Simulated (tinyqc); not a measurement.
p-n heterojunction, non-linear Poisson equation by Newton steps, Boltzmann statistics: two steps of the calculation.

One dimension, material 1 (p-type) at x < 0 and material 2 (n-type) at x > 0. Band edges: Ec = -psi in material 1 and -psi + dEc in material 2, Ev = Ec - Eg. Flat quasi-Fermi levels: 0 for holes, +V for electrons. n = Nc F((EFn - Ec)/Vt), p = Nv F((Ev - EFp)/Vt), with F(eta) = exp(eta) (Boltzmann statistics); full ionisation, no interface charge, classical densities; the doping types are chosen for the exercise.

Values chosen for this exercise; band and dielectric values those of a made-up pair: temperature T = 300 K; band gap of material 1 Eg1 = 3.67 eV; relative permittivity of material 1 er1 = 9.62; conduction-band density of states of material 1 Nc1 = 2.65e18 cm^-3; valence-band density of states of material 1 Nv1 = 5.25e19 cm^-3; band gap of material 2 Eg2 = 3.19 eV; relative permittivity of material 2 er2 = 8.1; conduction-band density of states of material 2 Nc2 = 2.7e18 cm^-3; valence-band density of states of material 2 Nv2 = 4.66e19 cm^-3; conduction-band offset Ec2 - Ec1 dEc = -0.23 eV; acceptor density of material 1 N1 = 1.2e16 cm^-3; donor density of material 2 N2 = 5.6e15 cm^-3; bias of side 1 against side 2 V = 0 V.

Constants: q = 1.602176634e-19 C, kB = 1.380649e-23 J/K, Vt = kB T/q, eps0 = 8.8541878128e-14 F/cm where lengths are in cm. Results are converted to the units shown.

Problem 1. Band edges, densities and displacement. Ec, Ev, n and p as defined; D = a_k (psi_(k+1) - psi_k) on the interval that holds the interface.

```
node,x (nm),converged psi (V),material
0,-655,-3.4532656,1
1,-502,-3.4531787,1
2,-374,-3.4517443,1
3,-265,-3.4338616,1
4,-172,-3.3066783,1
5,-94.2,-3.0508286,1
6,-28,-2.7255395,1
7,28,-2.3400737,2
8,113,-1.7797716,2
9,244,-1.0932416,2
10,442,-0.4630557,2
11,744,-0.3910206,2
12,1210,-0.3897199,2
```

```
interval,coupling a_i (F/cm^2)
0,5.5671429e-8
1,6.6544755e-8
2,7.8144300e-8
3,9.1588480e-8
4,1.0948237e-7
5,1.2866660e-7
6,1.3905515e-7
7,8.4375202e-8
8,5.4747268e-8
9,3.6221677e-8
10,2.3747987e-8
11,1.5390326e-8
```

Find: Ec; Ev; n; p; D.

Solution 1.

```
node,Ec (eV),Ev (eV),n (cm^-3),p (cm^-3)
0,3.453,-0.217,2.576e-40,1.200e16
1,3.453,-0.217,2.585e-40,1.196e16
2,3.452,-0.218,2.732e-40,1.131e16
3,3.434,-0.236,5.456e-40,5.665e15
4,3.307,-0.363,7.473e-38,4.136e13
5,3.051,-0.619,1.485e-33,2.082e9
6,2.726,-0.944,4.327e-28,7144
7,2.110,-1.080,9.631e-18,33.61
8,1.550,-1.640,2.491e-8,1.299e-8
9,0.863,-2.327,8502,3.807e-20
10,0.233,-2.957,3.282e14,9.861e-31
11,0.161,-3.029,5.325e15,6.078e-32
12,0.160,-3.030,5.600e15,5.780e-32
```

D = 53.60 nC/cm^2

Problem 2. Check against the first integral. Exact first integral: on each side D^2/(2 eps0 er) = G, G = q [Vt (nI_j - nI_b) + Vt (pI_j - pI_b) - C (psi_j - psi_b)], with C = -N1 or +N2, b the neutral end of that side, and nI, pI the densities themselves. D is continuous, so er1 G1(psi_j) = er2 G2(psi_j) fixes psi_j. Ends from Nv1 F((-psi_L - Eg1)/Vt) = N1 and Nc2 F((V + psi_R - dEc)/Vt) = N2. D is counted positive when psi rises towards material 2.

Find: psi_j; D; psi_j - psi_L; psi_R - psi_j; Ec1 - EFn at the interface; Ec2 - EFn at the interface.

Solution 2.

psi_j = -2.578 V
D = 52.75 nC/cm^2
psi_j - psi_L = 0.8755 V
psi_R - psi_j = 2.188 V
Ec1 - EFn at the interface = 2.578 eV
Ec2 - EFn at the interface = 2.348 eV

Material 2 takes 71.4 % of the bending.

Program tinyqc, `OMP_NUM_THREADS=1 python tinyqc.py 2040085 2040086 out.jsonl`; Intel Xeon 2.30GHz, shared host, one thread, about 0.04 s.
